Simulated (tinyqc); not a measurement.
Inside a calculation. Model: lossy interposer transmission line with skin effect.

Computed by the program tinyqc: `OMP_NUM_THREADS=1 python tinyqc.py 2810218 2810219 out.jsonl`, one thread of a shared Intel Xeon 2.30GHz, about 0.01 s for the whole run. Printed values are rounded.

A uniform line in a homogeneous dielectric: c = sqrt(er)/(c0 Z0), l = Z0 sqrt(er)/c0 (c0 = 299792458 m/s), g = w c td, w = 2 pi f. The resistance joins its limits as r = sqrt(r_dc^2 + r_hf^2), with r_dc = rho/(wd th), r_hf = kr rho/(2 delta (wd + th)), delta = sqrt(rho/(pi f mu0)), mu0 = 4 pi 1e-7 H/m; this is an interpolation, and internal inductance, up to 0.05 nH/mm at low frequency, is neglected.

Values chosen for this exercise:

| symbol | value | unit | meaning |
|---|---|---|---|
| wd | 5.6 | um | width of the strip |
| th | 1.2 | um | thickness of the strip |
| rho | 2.9 | uohm cm | resistivity |
| er | 4.2 |  | relative permittivity |
| td | 0 |  | loss tangent |
| Z0 | 60 | ohm | lossless impedance sqrt(l/c) |
| kr | 1.5 |  | factor for crowding and the return path |
| len | 24 | mm | length |
| Rg | 50 | ohm | source resistance |
| RL | 1e5 | ohm | load resistance |
| CL | 300 | fF | load capacitance |
| f | 0.41 | GHz | frequency |

## Line constants

delta, r_dc, r_hf, r, l, c and g as defined.

delta = 4.232795 um
r_dc = 4.315476 ohm/mm
r_hf = 0.7556543 ohm/mm
r = 4.381135 ohm/mm
l = 0.4101618 nH/mm
c = 113.9338 pF/m
g = 0 S/m

r is 1.02 times r_dc; the skin depth is 3.53 of the thickness.

## Propagation constant and impedance

gamma = sqrt((r + i w l)(g + i w c)) = alpha + i beta, Zc = sqrt((r + i w l)/(g + i w c)), roots with positive real part; loss 8.685889638 alpha in dB; phase velocity w/beta.

gamma len = 0.5400353+0.6857620i
Zc = 97.35220-76.66453i ohm
loss = 0.1954453 dB/mm
phase velocity over c0 = 0.3007328
r/(w l) = 4.146367

r exceeds w l, so the line behaves mainly as an RC line at this frequency.

## Reflection, input impedance and transfer

ZL = 1/(1/RL + i w CL); reflection (ZL - Zc)/(ZL + Zc); Zin = Zc (ZL + Zc tanh(gamma len))/(Zc + ZL tanh(gamma len)); H = V_load/V_source = [Zin/(Zin + Rg)]/[cosh(gamma len) + (Zc/ZL) sinh(gamma len)].

ZL = 16.740-1293.726i ohm
reflection at the load = 0.8771356-0.1318504i
Zin = 39.9749-120.9542i ohm
H = 0.6171805-0.6205939i
|H| = -1.157437 dB
